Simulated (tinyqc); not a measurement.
From results back to parameters: electrons shared among three sets of ellipsoidal valleys. Four cases, with inputs chosen for the exercise.

Problem. An ellipsoidal valley with ml > mt has m_d = (ml mt^2)^(1/3) and 1/m_c = (1/ml + 2/mt)/3.
Find: K = ml/mt; ml; mt.

Method. m_d/m_c = K^(1/3) (2 + 1/K)/3 rises steadily for K > 1, so it fixes K; then mt = m_d/K^(1/3) and ml = K mt.

Case 1.

m_d = 0.310532 m0
m_c = 0.218773 m0

Solution.

K = ml/mt = 8.06
ml = 1.248 m0
mt = 0.1549 m0

Case 2.

m_d = 0.316800 m0
m_c = 0.253065 m0

Solution.

K = ml/mt = 4.96
ml = 0.922 m0
mt = 0.1857 m0

Case 3.

m_d = 0.323067 m0
m_c = 0.261226 m0

Solution.

K = ml/mt = 4.72
ml = 0.909 m0
mt = 0.1926 m0

Case 4.

m_d = 0.302834 m0
m_c = 0.179435 m0

Solution.

K = ml/mt = 14.67
ml = 1.815 m0
mt = 0.1237 m0

Computed by tinyqc, one run a case: `OMP_NUM_THREADS=1 python tinyqc.py N N+1 out.jsonl` with N = 1651999, 1652013, 1652014, 1652048; one thread of a shared Intel(R) Xeon(R) Processor @ 2.30GHz, about 0.02 s a run at most.
